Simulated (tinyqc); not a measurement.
p-n diode with diffusion and depletion-layer recombination: two steps of the calculation.

Abrupt junction in the depletion approximation, low injection, full ionisation, neutral widths fixed, ohmic contact on the p side. Vj is the junction voltage; where a series resistance Rs is given, V = Vj + J Rs is the terminal voltage.

Values chosen for this exercise; band and dielectric values close to those of gallium nitride:

| symbol | value | unit | meaning |
|---|---|---|---|
| T | 300 | K | temperature |
| Eg | 3.41 | eV | band gap |
| Nc | 2.26e18 | cm^-3 | conduction-band density of states at T |
| Nv | 4.65e19 | cm^-3 | valence-band density of states at T |
| Na | 4.6e16 | cm^-3 | acceptor density |
| Nd | 2.6e15 | cm^-3 | donor density |
| mun | 670 | cm^2/(V s) | electron mobility in the p side |
| mup | 26 | cm^2/(V s) | hole mobility in the n side |
| tn | 2e-6 | s | electron lifetime |
| tp | 3e-9 | s | hole lifetime |
| wp | 73 | um | neutral width of the p side |
| wn | 150 | um | neutral width of the n side |
| Sp | 200 | cm/s | recombination velocity at the n contact |
| Rs | 0.038 | ohm cm^2 | series resistance |
| V | 2.94 | V | terminal voltage |

Constants: q = 1.602176634e-19 C, kB = 1.380649e-23 J/K, Vt = kB T/q. Results are converted to the units shown.

Question 1. Diffusion lengths and saturation currents. ni = sqrt(Nc Nv) exp(-Eg/(2 Vt)), Eg in volts; D = mu Vt; Ln = sqrt(Dn tn), Lp = sqrt(Dp tp); J0n = q ni^2 Dn coth(wp/Ln)/(Ln Na); J0p = (q ni^2 Dp/(Lp Nd)) (s + tanh(wn/Lp))/(1 + s tanh(wn/Lp)), s = Sp Lp/Dp.

Give: ni; Ln; Lp; J0n; J0p.

Answer 1.

ni = 2.334e-10 cm^-3
Ln = 58.86 um
Lp = 0.4490 um
J0n = 6.602e-52 A/cm^2
J0p = 5.023e-50 A/cm^2

wp/Ln = 1.2 and wn/Lp = 330; holes carry 98.7 % of the diffusion current.

Question 2. New Vj. Diffusion current alone: J = J0 (exp(Vj/Vt) - 1), g = Vj + J Rs - V, g' = 1 + Rs J0 exp(Vj/Vt)/Vt, Vj(new) = Vj - g/g'.

Vj after iteration 1 = 3.0201193 V
J0 = J0n + J0p = 5.0893626e-50 A/cm^2

Give: J; g; g'; Vj after iteration 2.

Answer 2.

J = 27.697 A/cm^2
g = 1.1326 V
g' = 41.712
Vj after iteration 2 = 2.9930 V

Numbers from tinyqc (`OMP_NUM_THREADS=1 python tinyqc.py 2260122 2260123 out.jsonl`; about 0.01 s on one thread of a shared Intel Xeon 2.30GHz).
